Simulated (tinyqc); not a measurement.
Valley-orbit splitting of a donor ground state, with strain: one step, computed by the program tinyqc. Command: `OMP_NUM_THREADS=1 python tinyqc.py 3017148 3017149 out.jsonl valleyorbit walk`. One thread of a shared host (Intel(R) Xeon(R) Processor @ 2.30GHz), about 0.01 s of CPU time with the checks.

The basis is the 1s envelope in each valley; energies are counted from the unstrained conduction-band edge. The strain is e_s (a a^T - 1/3) for the unit stress axis a, so valley j along n_j moves by Xi_u e_s w_j with w_j = (n_j.a)^2 - 1/3: +1/6 for x and y, -1/3 for z. The splitting at the zone boundary that a [110] shear adds for <100> valleys is left out.

Problem. Levels and ground state under strain. Diagonalise H; the ground vector has positive components. The density at the nucleus, and so the contact hyperfine coupling, scales as (sum_j c_j)^2/(number of valleys), which is 1 without strain; the envelopes are held fixed.

Valleys: six along <100>. Stress axis: [110].

H (meV):
```
          +x        -x        +y        -y        +z        -z
+x  -22.2216   -1.2100   -1.5900   -1.5900   -1.5900   -1.5900
-x   -1.2100  -22.2216   -1.5900   -1.5900   -1.5900   -1.5900
+y   -1.5900   -1.5900  -22.2216   -1.2100   -1.5900   -1.5900
-y   -1.5900   -1.5900   -1.2100  -22.2216   -1.5900   -1.5900
+z   -1.5900   -1.5900   -1.5900   -1.5900  -22.0368   -1.2100
-z   -1.5900   -1.5900   -1.5900   -1.5900   -1.2100  -22.0368
```

Give: levels; valley amplitudes of the ground state; hyperfine ratio A/A_0.

Solution.

levels (meV): -29.73  -21.01  -21.01  -20.83  -20.25  -20.13

valley amplitudes of the ground state: +x 0.4109, -x 0.4109, +y 0.4109, -y 0.4109, +z 0.4030, -z 0.4030

hyperfine ratio A/A_0 = 0.9999
